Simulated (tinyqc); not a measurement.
Four-point probe, van der Pauw, Hall and spreading-resistance readings of a semiconductor layer: one step, computed by the program tinyqc.

The layer is uniform and ohmic; contacts are points unless a radius is given.

Question. Four-point voltage. Collinear probes with equal spacing on a layer with insulating backing: images at depth 2 m t give V = (rho I/(2 pi s)) G, G = 1 + 4 sum_(m>=1) [1/sqrt(1 + (2 m u)^2) - 1/sqrt(4 + (2 m u)^2)], u = t/s; the sum runs to m = 20000, with the tail 3/(32 u^3 M^2) added to the sum for M = 20000. Limits: thick, rho = 2 pi s V/I; thin on an insulator, rho = (pi/ln 2) t V/I.

Inputs (values chosen for the exercise, modelled on n-type silicon): layer thickness t = 670 micrometre; probe spacing s = 0.635 mm; current I = 0.2 mA.

Backing of the layer: insulating.

resistivity rho = 1.560377 ohm cm

Give: t/s; G; voltage V; rho by the thick formula; rho by the thin formula.

Answer.

t/s = 1.0551

G = 1.4493

voltage V = 1.1336 mV

rho by the thick formula = 2.2614 ohm cm

rho by the thin formula = 1.7212 ohm cm

The thick formula is off by +44.9 % and the thin one by +10.3 %.
